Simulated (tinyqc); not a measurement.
Inside a calculation. Method: Hueckel theory of the pi electrons with the omega technique, for the molecule C=Cc1ccccc[cH+]1 (SMILES; centres numbered as the heavy atoms are written). One step of it, computed by the program tinyqc.

Question. Energy, charges, bond orders. E = sum n x; q_r = z_r - P_rr; bond order p = P_rs; free valence = sqrt(3) - sum of p over the bonds of the atom.

final x values: 2.242021  1.645659  1.376303  0.893607  -0.224921  -0.314269  -1.020421  -1.672920  -1.925061

occupations: 2.000000  2.000000  2.000000  2.000000  0.000000  0.000000  0.000000  0.000000  0.000000

final P, lower triangle:
```
           1C         2C         3C         4C         5C         6C        7C        8C
1C   0.916610
2C   0.891421   0.981982
3C   0.123647   0.433148   0.879638
4C  -0.231422  -0.011514   0.576953   0.867681
5C  -0.123838  -0.086301   0.136549   0.668247   0.872628
6C   0.150568   0.033662  -0.199457   0.144800   0.624107   0.870576
7C   0.150568   0.033662  -0.199457  -0.243178   0.141468   0.655772  0.870576
8C  -0.123838  -0.086301   0.136549  -0.203493  -0.211803   0.141468  0.624107  0.872628
9C  -0.231422  -0.011514   0.576953   0.166917  -0.203493  -0.243178  0.144800  0.668247

          9C
9C  0.867681
```

Centres:

| centre | z_r, pi electrons of the neutral centre | h |
|---|---|---|
| 1C | 1 | 0.000000 |
| 2C | 1 | 0.000000 |
| 3C | 1 | 0.000000 |
| 4C | 1 | 0.000000 |
| 5C | 1 | 0.000000 |
| 6C | 1 | 0.000000 |
| 7C | 1 | 0.000000 |
| 8C | 1 | 0.000000 |
| 9C | 1 | 0.000000 |

Bonds:

| i | j | k |
|---|---|---|
| 1 | 2 | 1 |
| 2 | 3 | 1 |
| 3 | 4 | 1 |
| 4 | 5 | 1 |
| 5 | 6 | 1 |
| 6 | 7 | 1 |
| 7 | 8 | 1 |
| 8 | 9 | 1 |
| 9 | 3 | 1 |

Give: pi energy = 8 alpha + this times beta; pi charges; Bond orders and lengths from R = 1.517 - 0.180 p; free valence of the carbons; gap between the highest filled and the next level.

Answer.

pi energy = 8 alpha + this times beta = 12.3152

pi charges: 1C 0.0834, 2C 0.0180, 3C 0.1204, 4C 0.1323, 5C 0.1274, 6C 0.1294, 7C 0.1294, 8C 0.1274, 9C 0.1323

Bond orders and lengths from R = 1.517 - 0.180 p (angstrom, C-C alone):

| bond | p | R |
|---|---|---|
| 1-2 | 0.8914 | 1.3565 |
| 2-3 | 0.4331 | 1.4390 |
| 3-4 | 0.5770 | 1.4131 |
| 4-5 | 0.6682 | 1.3967 |
| 5-6 | 0.6241 | 1.4047 |
| 6-7 | 0.6558 | 1.3990 |
| 7-8 | 0.6241 | 1.4047 |
| 8-9 | 0.6682 | 1.3967 |
| 9-3 | 0.5770 | 1.4131 |

free valence of the carbons: 1C 0.8406, 2C 0.4075, 3C 0.1450, 4C 0.4869, 5C 0.4397, 6C 0.4522, 7C 0.4522, 8C 0.4397, 9C 0.4869

gap between the highest filled and the next level = 1.1185 |beta|
